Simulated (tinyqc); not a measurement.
Chemical vapour deposition: Grove model, boundary layer, depletion and step coverage: one step, computed by the program tinyqc.

A precursor diffuses to the surface and reacts there at first order; each molecule that reacts adds one formula unit of film.

Problem. Depletion along the susceptor. Plug flow: U b dC/dx = -k_eff C with k_eff = k_s h_g/(k_s + h_g), so C falls as exp(-k_eff x/(U b)); the used share of the precursor is 1 - C(L)/C(0).

Inputs (values chosen for the exercise, close to those used for tungsten from its fluoride):
```
quantity            value  unit
temperature T         420     C
gas velocity U         16  cm/s
susceptor length L     29    cm
channel height b      8.7    cm
```

Reactor: horizontal, reduced pressure.

surface rate constant k_s = 14.45139 cm/s

mass-transfer coefficient h_g = 17.31661 cm/s

growth rate G at the inlet = 413.8852 nm/min

Give: k_eff; depletion length; rate at the outlet over rate at the inlet; rate at the outlet.

Solution.

k_eff = 7.8774 cm/s

depletion length = 17.671 cm

rate at the outlet over rate at the inlet = 0.19376

rate at the outlet = 80.195 nm/min

80.6 % of the precursor is used.
